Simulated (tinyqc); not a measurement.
# Graded p-n junction, non-linear Poisson equation by Newton steps: two studies

One dimension, p side on the left, n side on the right; net doping C = (Nd - Na)/2 + ((Nd + Na)/2) tanh(x/Lg). The potential psi is counted from the intrinsic level, and the quasi-Fermi potentials are flat: 0 for holes and -V for electrons, so n = ni exp((psi + V)/Vt) and p = ni exp(-psi/Vt) (Boltzmann statistics, full ionisation, no current). Under reverse bias this makes the minority densities vanishingly small everywhere; they play no part in the charge.

Inputs (values chosen for the exercise); band and dielectric values close to those of silicon:
- T = 325 K (temperature)
- Eg = 1.13 eV (band gap)
- eps_r = 11.8 (relative permittivity)
- Nc = 3.19e19 cm^-3 (conduction-band density of states at T)
- Nv = 3.01e19 cm^-3 (valence-band density of states at T)
- Na = 9.7e16 cm^-3 (acceptor density of the p side)
- Nd = 9.3e16 cm^-3 (donor density of the n side)
- V = -1.3 V (bias of the p side against the n side)
- Lg = 200 nm (grading length)

Constants: q = 1.602176634e-19 C, kB = 1.380649e-23 J/K, Vt = kB T/q, eps0 = 8.8541878128e-14 F/cm where lengths are in cm. Results are converted to the units shown.

Each table varies one quantity; the others keep the values above.

## Capacitance and field against bias

The Poisson equation d/dx(eps0 eps_r dpsi/dx) = -q (p - n + C) is solved on a mesh of more than 1000 nodes that ends in neutral material (psi_p = -Vt ln(Na/ni), psi_n = Vt ln(Nd/ni) - V). C_j = q d/dV of the integral of p over x, from the linearised equation. ni = sqrt(Nc Nv) exp(-Eg/(2 Vt)), Eg in volts. Depletion approximation: Vbi = Vt ln(Na Nd/ni^2), W = sqrt(2 eps0 eps_r (Vbi - V)(1/Na + 1/Nd)/q), xp = W Nd/(Na + Nd), xn = W Na/(Na + Nd), peak field 2 (Vbi - V)/W, capacitance eps0 eps_r/W. The last column applies it to an abrupt Na-Nd junction.

Capacitance and field against bias:
```
V (V),peak |E| (kV/cm),C_j (nF/cm^2),1/C_j^2 (cm^4/uF^2),eps0 eps_r/C_j (nm),abrupt depletion C (nF/cm^2)
0.12,41.17,49.30,411.5,211.9,76.12
-0.4,62.72,38.90,660.9,268.6,57.41
-0.91,80.37,33.87,872.0,308.5,48.12
-1.42,96.07,30.63,1066,341.1,42.25
-1.94,110.7,28.27,1251,369.6,38.04
-2.46,124.3,26.45,1429,395.0,34.88
-2.97,136.8,25.02,1597,417.6,32.44
-3.48,148.8,23.83,1761,438.4,30.45
-4,160.4,22.80,1924,458.2,28.76
```

What does the comparison show?

With V going from 0.12 to -4 V, C_j falls from 49.3 to 22.8 nF/cm^2 and the peak field rises from 41.2 to 160 kV/cm. The slope of 1/C_j^2, read as N = 2/(q eps0 eps_r |slope|), gives 2.49e16 cm^-3 between the first two rows and 3.82e16 cm^-3 between the last two, against Na Nd/(Na + Nd) = 4.75e16 cm^-3; it is not a straight line, so no single doping describes it. At the end C_j goes as (Vbi - V)^(-0.39) with Vbi = 0.806 V, and it is 21 % below the abrupt depletion formula (at the first row 35 % below it).

## Effect of the grading length

Same model as above.

The abrupt values quoted are those of these depletion formulas.

Effect of the grading length:
```
Lg (nm),peak |E| (kV/cm),C_j (nF/cm^2),eps0 eps_r/C_j (nm)
25,151,43.2,242
35,143,42.6,246
50,134,41.3,253
71,124,39.4,265
100,114,37.0,282
140,103,34.3,304
200,92.5,31.3,334
```

What does the table show?

As Lg grows from 25 to 200 nm, the peak field falls from 151 to 92.5 kV/cm and C_j falls from 43.2 to 31.3 nF/cm^2. The abrupt depletion formulas give 175 kV/cm and W = 241 nm; the first row's field is 14 % below that and the last row's 47 % below it. The same voltage drops over a longer distance, so the field falls.

tinyqc, about 0.04 s, one thread, Intel Xeon 2.30GHz (shared host): `OMP_NUM_THREADS=1 python tinyqc.py 2000149 2000150 out.jsonl`
